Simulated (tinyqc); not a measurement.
Thermionic-field emission through a Schottky barrier, WKB: two steps of the calculation.

Metal on an n-type semiconductor with one parabolic valley; V > 0 is forward bias (metal positive). Energies E are counted from the conduction edge of the neutral semiconductor, whose Fermi level lies at -xi; that of the metal lies at -xi - V. The barrier is a parabola of height Vd = phi - xi - V (depletion approximation, no image force).

Values chosen for this exercise; band and dielectric values close to those of gallium arsenide:
```
symbol,value,unit,meaning
T,400,K,temperature
me,0.0671,m0,electron mass
eps_r,12.7,,relative permittivity
phi,0.38,eV,barrier height seen from the metal
Nd,1.1e18,cm^-3,donor density
V,0.099,V,bias
nE,11,,points of the energy grid
Eb,0.52,eV,upper end of the energy grid
```

Constants: q = 1.602176634e-19 C, kB = 1.380649e-23 J/K, hbar = 1.054571817e-34 J s, h = 6.62607015e-34 J s, m0 = 9.1093837015e-31 kg, Vt = kB T/q, eps0 = 8.8541878128e-14 F/cm where lengths are in cm. Results are converted to the units shown.

Task 1. Fermi level, barrier and E00. Nc = 2 (2 pi me m0 kB T/h^2)^1.5 (times 1e-6 for cm^-3); Nd = Nc F12(-xi/Vt), F12(x) = (2/sqrt(pi)) int_0^infinity sqrt(u)/(1 + exp(u - x)) du; E00 = (hbar/2) sqrt(Nd/(me m0 eps0 eps_r)) in SI units (volts). W = sqrt(2 eps0 eps_r Vd/(q Nd)).

Give: Nc; xi; Vd; W; E00; E00/Vt.

Result 1.

Nc = 6.715e17 cm^-3
xi = -0.03654 eV
Vd = 0.3175 V
W = 20.13 nm
E00 = 21.09 meV
E00/Vt = 0.6120

By a common rule of thumb, E00/Vt below 0.5 marks thermionic emission, 0.5 to 5 thermionic-field emission and above 5 field emission. By that rule alone: thermionic-field emission; with a high barrier, tunnelling near its top can carry most of the current even below 0.5.

Task 2. Current density on a coarse grid. For E < Vd, ln T(E) = -(Vd/E00) [sqrt(1 - y) - y ln((1 + sqrt(1 - y))/sqrt(y))], y = E/Vd; T(E) = 1 above. J = A* T (q/kB) int_0^infinity T(E) N(E) dE, N = ln[(1 + exp((-xi - E)/Vt))/(1 + exp((-xi - V - E)/Vt))], A* = 4 pi q me m0 kB^2/h^3 (times 1e-4 for A/(cm^2 K^2)). Simpson's rule on nE equally spaced points from 0 to Eb.

xi = -0.036537144 eV
Vd = 0.31753714 V
E00 = 21.094077 meV

Find: E; T(E); N; T(E) N; J.

Result 2.

```
point	E (eV)	T(E)	N	T(E) N
0	0.00000	2.9000e-7	1.2062	3.4980e-7
1	0.05200	4.8467e-5	0.45831	2.2213e-5
2	0.10400	0.0013066	0.12417	1.6224e-4
3	0.15600	0.016131	0.029004	4.6787e-4
4	0.20800	0.11087	0.0064981	7.2044e-4
5	0.26000	0.44730	0.0014416	6.4482e-4
6	0.31200	0.97708	3.1912e-4	3.1180e-4
7	0.36400	1.0000	7.0605e-5	7.0605e-5
8	0.41600	1.0000	1.5620e-5	1.5620e-5
9	0.46800	1.0000	3.4555e-6	3.4555e-6
10	0.52000	1.0000	7.6444e-7	7.6444e-7
```

J = 4708.3 A/cm^2

The integrand peaks at E = 0.208 eV among these points, 0.66 of the barrier height.

Range of the model: The depletion approximation, a parabolic band and the neglect of image-force lowering make these currents estimates at high doping.

tinyqc, about 0.05 s, one thread, Intel Xeon 2.30GHz (shared host): `OMP_NUM_THREADS=1 python tinyqc.py 2640103 2640104 out.jsonl`
